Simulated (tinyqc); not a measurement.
Inside a calculation: three-level Kane dispersion of a narrow-gap semiconductor. Values are carried at full precision from step to step, so a last printed digit may differ when a step is redone from the rounded ones.

Zero of energy at Gamma8, c = hbar^2/2m0, P^2 = Ep c. The free-electron term and remote bands are left out, so the heavy holes are flat at E = 0 and the other three bands obey E (E - Eg)(E + Dso) = P^2 k^2 (E + 2 Dso/3). The conduction band is the highest root; its edge is Ec = max(Eg, 0).

Constants: hbar^2/2m0 = 3.80998211 eV angstrom^2; hbar = 6.58211957e-16 eV s; e^2/(4 pi eps0) = 14.39964547 eV angstrom; muB = 5.788381798e-05 eV/T.

Parameters, chosen for this exercise (near those of InAs; not measured data):

| symbol | value | unit | meaning |
|---|---|---|---|
| Eg | 0.405 | eV | E(Gamma6) - E(Gamma8) |
| Dso | 0.37 | eV | spin-orbit splitting |
| Ep | 20.8 | eV | Kane energy |
| k | 0.034 | 1/angstrom | wave vector |
| n | 3.9e+16 | cm^-3 | electron density |
| eps | 12 |  | high-frequency dielectric constant |
| B | 0.8 | T | magnetic field |

## The three bands at one k

Expand the equation into E^3 + a2 E^2 + a1 E + a0 = 0 and give its roots; compare with the two-level form (Dso to infinity) E = Eg/2 +/- sqrt(Eg^2/4 + (2/3) P^2 k^2).

P^2 k^2 = 0.091610 eV^2

a2, a1, a0: -0.035000  -0.241460  -0.022597

roots (eV): -0.4154  -0.0990  0.5494

two-level form (eV): -0.1170  0.5220

The two-level form misses the highest root by -27.4 meV. The order is normal: Gamma6 forms the conduction band.

## Mass at the edge and limiting velocity

m0* = Eg (Eg + Dso)/(Ep (Eg + 2 Dso/3)). In the two-level form the velocity tends to v = sqrt(2/3) P/hbar, and |Eg| = 2 m v^2 with m = 3 |Eg|/(2 Ep), as for a relativistic particle. 1 angstrom = 1e-10 m.

m0* = 0.02316 m0
P = 8.9021 eV angstrom
v = 1.104e+06 m/s
k at which the linear part sets in, |Eg|/(2 hbar v) = 0.02786 1/angstrom

## Fermi level and mass at a given density

Degenerate electrons at T = 0: kF = (3 pi^2 n)^(1/3), 1 cm^-3 = 1e-24 angstrom^-3; EF is the highest root at kF. The momentum (cyclotron, optical) mass is m(E) = hbar^2 k/(dE/dk) = c d(k^2)/dE with d(k^2)/dE = k^2 [1/E + 1/(E - Eg) + 1/(E + Dso) - 1/(E + 2 Dso/3)]; the density of states is k d(k^2)/dE/(2 pi^2).

Edge mass m0* = Eg (Eg + Dso)/(Ep (Eg + 2 Dso/3)).

Compare EF - Ec with the parabolic value c kF^2/m0*.

kF = 0.01049 1/angstrom
EF - Ec = 0.0174 eV
parabolic value = 0.0181 eV
m(EF) = 0.02495 m0
m(EF)/m0* = 1.077
density of states at EF = 3.480e+18 1/(eV cm^3)

The parabola overstates EF - Ec by a factor of 1.04; (EF - Ec)/|Eg| = 0.04, and the two-level rule 1 + 2 (EF - Ec)/|Eg| = 1.086 estimates the mass ratio.

## Plasma and cyclotron energies

hbar wp = sqrt(8 pi c (e^2/4 pi eps0) n/(eps m)), hbar wc = 2 muB B/m (classical limit), with m = m(EF) and, for comparison, the edge mass; n in angstrom^-3.

hbar wp with m(EF), with m0* (meV): 13.40  13.91

hbar wc with m(EF), with m0* (meV): 3.71  4.00

hbar wc is not small against EF - Ec = 17.4 meV, so fewer than ten Landau levels are filled and the classical value is only a guide.

## Checks

- Roots of the cubic against the 8 x 8 Kane matrix without remote terms: they agree to 1e-10 or better.
- m(E) near the edge against m0*: both 0.02316.

Run: tinyqc, `OMP_NUM_THREADS=1 python tinyqc.py 1050943 1050944 out.jsonl`; Intel(R) Xeon(R) Processor @ 2.30GHz, one thread, shared host; about 0.01 s of CPU time with all checks.
